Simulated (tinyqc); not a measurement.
Towards the loss of the bound state: donor level screened by free carriers (Yukawa potential).

Potential -(q/(eps r)) exp(-ks r), q = e^2/(4 pi eps0). In units Ry* = Ry m/eps^2 and a* = a0 eps/m the problem is [-Laplacian - 2 exp(-x r)/r] psi = E psi with x = ks a*.

Converged values use 18 functions exp(-z r), z = 1.55^i, i = -11 to 6: S = 2/A^3, H = z_i z_j S - 2/(A + x)^2, A = z_i + z_j.

Parameters, chosen for this exercise (out of a larger set: near those of a donor in InP, with one mean mass; not measured data): xs = (0.05, 0.11, 0.29, 0.45, 0.68, 0.91, 1.08) (values of x).

First order (-1 + 2x), one-parameter (minimum of z^2 - 8 z^3/(2z + x)^2) and converged 1s energies in Ry*, and the mean radius in a*; a dash marks an unbound result.

Results:
```
x     first order  trial function  converged   <r>
0.05      -0.9000         -0.9036    -0.9036  1.50
0.11      -0.7800         -0.7970    -0.7970  1.52
0.29      -0.4200         -0.5276    -0.5282  1.60
0.45      -0.1000         -0.3420    -0.3443  1.74
0.68            -         -0.1482    -0.1562  2.14
0.91            -         -0.0281    -0.0453  3.23
1.08            -               -    -0.0068  6.93
```

First order loses the state at x = 0.5, the trial function reaches zero energy at x = 1.00, and the exact limit is 1.19. The radius starts at 1.5 a*, grows slowly at first (1.60 at x = 0.29), then steadily, and swells towards the end (6.9 at 1.08), where a single exponential fails: the binding vanishes as the square of the distance from 1.19.

Program tinyqc; command `OMP_NUM_THREADS=1 python tinyqc.py 1250210 1250211 out.jsonl`; about 0.01 s on one thread of a shared Intel(R) Xeon(R) Processor @ 2.30GHz.
